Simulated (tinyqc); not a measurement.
Resistance of a source-drain extension with a graded tip: one step of the calculation.

y runs along the channel, the gate covers y > 0. The doping is N0 for y < y0 and N0 10^(-(y - y0)/la) beyond, uniform over the depth xj. Sheet conductance s(y) = q mu(N) max(N - Nch, 0) xj + (for y > 0) ma Cox Vo, with mu(N) = u0 + (u1 - u0)/(1 + (N/Nr)^au) and Cox = eps0 eox/tox. Current is taken as one-dimensional; depletion of the tip, spreading and the contact are left out. The metallurgical junction lies at yj, where N = Nch.

Problem. Resistance of the overlapped part. Midpoint rule on 9 equal steps from 0 to yj: R_ov = sum h/s(y), per width.

Values chosen for this exercise; mobility law close to that of electrons in silicon: relative permittivity of the gate insulator (close to silicon nitride) eox = 7.35; insulator thickness tox = 2.8 nm; active doping of the extension far from the gate N0 = 6.1e19 cm^-3; lateral abruptness la = 6.6 nm/decade; position under the gate where the fall begins (gate edge at 0) y0 = 2.3 nm; depth of the extension xj = 14 nm; channel doping Nch = 2.9e18 cm^-3; gate overdrive Vo = 0.61 V; mobility of the gate-induced layer ma = 89 cm^2/(V s); mobility at low doping u1 = 1414 cm^2/(V s); mobility at high doping u0 = 68.5 cm^2/(V s); reference doping Nr = 9.2e16 cm^-3; exponent au = 0.711.

Constants: q = 1.602176634e-19 C, eps0 = 8.8541878128e-14 F/cm where lengths are in cm. Results are converted to the units shown.

Find: y; N; doped conductance; sheet resistance; R_ov.

Solution.

| point | y (nm) | N (cm^-3) | doped conductance (uS) | sheet resistance (ohm/square) |
|---|---|---|---|---|
| 0 | 0.6129 | 6.100e19 | 1064 | 840.3 |
| 1 | 1.839 | 6.100e19 | 1064 | 840.3 |
| 2 | 3.064 | 4.672e19 | 829.1 | 1047 |
| 3 | 4.290 | 3.047e19 | 555.8 | 1466 |
| 4 | 5.516 | 1.987e19 | 370.4 | 2014 |
| 5 | 6.741 | 1.295e19 | 241.9 | 2717 |
| 6 | 7.967 | 8.447e18 | 149.9 | 3622 |
| 7 | 9.193 | 5.508e18 | 80.74 | 4833 |
| 8 | 10.42 | 3.591e18 | 24.97 | 6616 |

R_ov = 29.41 ohm um

tinyqc, about 0.03 s, one thread, Intel Xeon 2.30GHz (shared host): `OMP_NUM_THREADS=1 python tinyqc.py 2282025 2282026 out.jsonl`
